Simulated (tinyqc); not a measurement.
## Area and perimeter leakage from two diodes

Problem. A square diode and a finger diode leak I = JA area + JP perimeter. Find JA, JP and the side of the square at which both parts are equal.

areas (um^2): 90000  86000
perimeters (um): 1200  18060
leakage currents (pA): 38.712000  37.160600

Answer. Two linear equations give JA and JP; for a square of side a, JA a^2 = 4 JP a at a = 4 JP/JA.

JA = 4.300e-8 A/cm^2
JP = 1.000e-13 A/cm
side for equal parts = 0.09302 um

Program tinyqc, `OMP_NUM_THREADS=1 python tinyqc.py 2290087 2290088 out.jsonl`; Intel Xeon 2.30GHz, shared host, one thread, about 0.01 s.
